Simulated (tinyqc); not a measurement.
Inputs raised by 5 %, one at a time: polytypes and stacking faults of a tetrahedral semiconductor in an axial Ising model with couplings up to third neighbours. Computed by tinyqc, a small Python program. Command: `OMP_NUM_THREADS=1 python tinyqc.py 3023584 3023585 out.jsonl polytype sens`. One thread of a shared host (Intel(R) Xeon(R) Processor @ 2.30GHz), about 0.02 s of CPU time with the checks.

Each double layer has s = +1 or -1 for the sense of its stacking step; E per pair of atoms = E0 - sum_n J_n <s_i s_(i+n)>, n = 1, 2, 3. Hexagonality h = (1 - <s_i s_(i+1)>)/2.

Inputs (values chosen for the exercise, for a model crystal):
```
quantity                                    value      unit
J1                                           3.17  meV/pair
J2                                          -2.69  meV/pair
J3                                          -0.16  meV/pair
basal lattice constant a                     3.08  angstrom
shear modulus G                               199       GPa
Poisson ratio nu                             0.24         -
binding energy of the fault level E_b        0.17        eV
in-plane mass m                              0.31        m0
effective density of states N_c at 300 K  1.4e+19    1/cm^3
electron density n                        1.5e+19    1/cm^3
temperature T                                 400         K
```

Host polytype: 4H.

fault coefficients k_n:
```
                      J1  J2  J3
single Shockley (31)   0  -4   0
double Shockley (62)  -4  -8   0
Frank-type (32)       -1  -2   3
```

Constants: 1 eV/angstrom^2 = 16.02176634 J/m^2; m_0 = 9.1093837015e-31 kg; hbar = 1.054571817e-34 J s; k_B = 1.380649e-23 J/K; k_B = 8.617333262e-05 eV/K.

Method:
- Faults in 4H: the sequences single Shockley (31) (+++-), double Shockley (62) (++++++--), Frank-type (32) (+++--) are put between perfect repeats; k_n = (layers x C_n of the host) - sum_i s_i s_(i+n). gamma = sum k_n J_n/A, A = (sqrt 3/2) a^2; 1 meV/angstrom^2 = 16.02177 mJ/m^2.
- Screw line, bounded by the single Shockley (31) fault of energy gamma: b = a, partials b_p = a/sqrt 3; d = G b_p^2 (2 - 3 nu)/(8 pi gamma (1 - nu)). One partial is driven off by the shear stress gamma/b_p along its Burgers vector.
- The fault binds electrons in a two-dimensional band E_b below the conduction edge, g2 = m m0/(pi hbar^2) for one valley. With the Fermi level held by the bulk, eta = ln[n/N_c(T)], N_c(T) = N_c (T/300)^1.5, the grand potential falls by g2 (k_B T)^2 F1(x), x = eta + E_b/(k_B T), F1(x) = integral from 0 to infinity of ln(1 + exp(x - t)) dt; sheet density g2 k_B T ln(1 + e^x). Band bending by the trapped charge is left out, so the gain is an upper bound.
- Net fault energy = gamma of the single Shockley (31) fault less the electronic gain.

Runs; columns: (1) input moved; (2) from; (3) to; (4) energy of the glide fault, single Shockley (31) (mJ/m^2); (5) splitting width d (nm); (6) electronic gain (mJ/m^2); (7) sheet density (1/cm^2):
```
(1)                                      (2)        (3)    (4)    (5)    (6)        (7)
base run                                   -          -  20.98  20.10  2.976  2.044e+13
J1 (meV/pair)                           3.17     3.3285  20.98  20.10  2.976  2.044e+13
J2 (meV/pair)                          -2.69    -2.8245  22.03  19.14  2.976  2.044e+13
basal lattice constant a (angstrom)     3.08      3.234  19.03  24.43  2.976  2.044e+13
shear modulus G (GPa)                    199     208.95  20.98  21.10  2.976  2.044e+13
in-plane mass m (m0)                    0.31     0.3255  20.98  20.10  3.125  2.146e+13
electron density n (1/cm^3)          1.5e+19  1.575e+19  20.98  20.10  3.032  2.066e+13
temperature T (K)                        400        420  20.98  20.10  2.911  2.004e+13
```

Exponents ln(y'/y) / ln(x'/x):
```
input                     energy of the glide fault, single Shockley (31)  splitting width d  electronic gain  sheet density
J1                                                                      0                  0            0.000          0.000
J2                                                                      1                 -1            0.000          0.000
basal lattice constant a                                               -2                  4            0.000          0.000
shear modulus G                                                         0                  1            0.000          0.000
in-plane mass m                                                         0                  0            1.000          1.000
electron density n                                                      0                  0            0.378          0.215
temperature T                                                           0                  0           -0.457         -0.409
```

Among the inputs moved here: energy of the glide fault, single Shockley (31) answers most in size to basal lattice constant a (exponent -2.000), next to J2 (+1.000); its exponent is below 0.0005 for J1, shear modulus G, in-plane mass m, electron density n, temperature T. Its exponent -2.000 in basal lattice constant a: energy per area of the basal cell. Splitting width d answers most in size to basal lattice constant a (exponent +4.000), next to J2 (-1.000); its exponent is below 0.0005 for J1, in-plane mass m, electron density n, temperature T. electronic gain answers most in size to in-plane mass m (exponent +1.000), next to temperature T (-0.457); its exponent is below 0.0005 for J1, J2, basal lattice constant a, shear modulus G. Its exponent +1.000 in in-plane mass m: the two-dimensional density of states. Sheet density answers most in size to in-plane mass m (exponent +1.000), next to temperature T (-0.409); its exponent is below 0.0005 for J1, J2, basal lattice constant a, shear modulus G.

Caution (all rows): the bulk is near degeneracy, where eta = ln(n/N_c) underestimates the Fermi level.
